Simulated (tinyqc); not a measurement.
Comparisons within one model: valley splitting in a one-orbital chain of atomic planes (second-neighbour model). A value that a table varies takes the place of the one given here.

Each (001) plane carries one orbital with energy e0, hopping v to the next plane and u to the second: E(phi) = e0 + 2 v cos(phi) + 2 u cos(2 phi), where phi = pi - k a/4 (the sign of every second orbital is chosen so that v > 0, which shifts the phase by pi). The minimum lies at cos(phi0) = -v/(4u), phi0 = pi - (pi/2) k0 for a valley at k0 (2 pi/a), and e0 puts it at zero. A slab of N planes has hard walls: the matrix simply ends.

A well of Nw planes between barriers of 40 planes each (as of a SiGe alloy, taken as an offset alone). With x = j - 39.5 for plane j = 0, 1, ..., the potential is V0 (f(x) + f(Nw - x)) + F (j - 40) a/4, f(y) = 1/(1 + exp(y/L)), a step for L = 0; L is in planes, 4 L is about the distance over which f goes from 0.88 to 0.12, and 1 MV/m = 1e-4 V/angstrom.

Constants: hbar^2/2m0 = 3.80998211 eV angstrom^2.

Parameters, chosen for this exercise (near those of the Delta valleys of silicon; abrupt walls in this chain split the valleys several times more than measured wells; not measured data): a = 5.423 angstrom (lattice constant; planes lie a/4 apart); ml = 0.918 m0 (longitudinal mass); N0 = 37 (first number of planes); Nf = 150 (planes in the thick slab); V0 = 0.15 eV (barrier height); F = 5 MV/m (field); Nw = 41 (planes in the well); k0 = 0.828 2 pi/a (position of the valley).

## Splitting against the number of planes

u = 0.607793 eV
v = 0.648885 eV
e0 = 1.388776 eV
phi0 = 1.840973 rad

Ten slabs from N0 on, of thickness (N - 1) a/4 between the outer planes. Effective mass: E1 = (c/ml)(pi/W)^2 with W = (N + 2) a/4: the amplitude vanishes on two missing planes at each end, and the envelope has its nodes N + 2 spacings apart. Large-N estimate of the splitting: 16 pi^2 u |sin(phi0) sin((N + 2) phi0)|/(N + 2)^3.

Doublet (meV):
```
N   thickness (angstrom)  mean level  effective mass  splitting  estimate
37                 48.81       14.62           14.65      0.637     0.690
38                 50.16       13.92           13.93      1.423     1.420
39                 51.52       13.23           13.26      0.153     0.110
40                 52.87       12.62           12.63      1.153     1.172
41                 54.23       12.03           12.05      0.705     0.678
42                 55.59       11.49           11.51      0.652     0.682
43                 56.94       11.00           11.01      0.941     0.932
44                 58.30       10.51           10.53      0.102     0.131
45                 59.65       10.08           10.09      0.877     0.883
46                 61.01        9.66            9.67      0.348     0.327
```

What can be read from the table?

The mean level falls smoothly, from 14.6 to 9.7 meV, within 0.3 % of the effective-mass value. The splitting swings between 0.102 (N = 44) and 1.423 meV (N = 38): one plane more or less changes the phase between the two walls by phi0 = 1.841 rad. The estimate misses the computed values by at most 0.053 meV.

## Splitting against the electric field

A thick slab in a field F: plane j = 0, 1, ... gains the energy F j a/4 (1 MV/m = 1e-4 V/angstrom), which presses the electron against the first wall. The exponent is the slope of ln(splitting) against ln F between 20 and 50 MV/m.

Doublet:
```
F (MV/m)  mean level (meV)  splitting (meV)  splitting/F (meV per MV/m)
1                     7.89           0.1407                      0.1407
2                    12.44           0.2814                      0.1407
5                    22.63           0.7038                      0.1408
10                   35.49           1.4080                      0.1408
20                   55.45           2.8175                      0.1409
30                   71.83           4.2282                      0.1409
50                   99.26           7.0525                      0.1411
```

exponent = 1.00

How do the results move?

The splitting goes from 0.1407 to 7.0525 meV. At high field it grows as F^1.00: at a single hard wall it follows the squared slope of the envelope, which is proportional to F, while the level itself grows about as F^(2/3) (here F^0.64). A hard wall is the sharpest interface possible; real Si interfaces split several times less.

## Sharp and graded interfaces

The lowest doublet for several interface widths L.

Doublet:
```
L (planes)  4 L (angstrom)  mean level (meV)  splitting (micro-eV)
0.00                  0.00             21.47                722.03
0.25                  1.36             21.57                398.89
0.50                  2.71             21.73                 92.37
0.75                  4.07             21.93                 19.51
1.00                  5.42             22.21                  3.63
1.50                  8.13             22.94                  0.09
2.00                 10.85             23.91                  0.00
```

How do the results move?

The mean level moves by +2.4 meV over the table, while the splitting falls from 722.0 micro-eV at a step to 3.63 at L = 1 plane, a factor 199. Coupling the valleys needs the Fourier component of the potential at twice the valley wave vector, a period of a few planes, and grading removes it. Random alloy disorder, left out here, sets the splitting once this part is gone.

## What each parameter does

Step interfaces (L = 0). u, v, e0 follow from 8 u sin^2(phi0) = (2c/ml)/(a/4)^2, v = -4u cos(phi0), e0 = 2u + v^2/(4u), c = hbar^2/2m0. Each row changes one parameter from the base and keeps the others.

Results:
```
case               mean level (meV)  splitting (micro-eV)
base                          21.47                 722.0
k0 = 0.838 2 pi/a             21.47                 754.0
ml = 1.01 m0                  20.67                 719.8
V0 = 0.225 eV                 22.17                 732.3
F = 10 MV/m                   31.38                1412.5
Nw = 42                       21.35                 899.5
```

What does this show?

The largest shifts from the base row, up to three for each result and ties (the steps differ in size, so this ranks the rows, not the parameters). mean level (meV): F +9.91, ml -0.80, V0 +0.71; unchanged at the printed digits by k0. splitting (micro-eV): F +690.4, Nw +177.5, k0 +32.0.

Program tinyqc; command `OMP_NUM_THREADS=1 python tinyqc.py 1480689 1480690 out.jsonl`; about 0.01 s on one thread of a shared Intel(R) Xeon(R) Processor @ 2.30GHz.
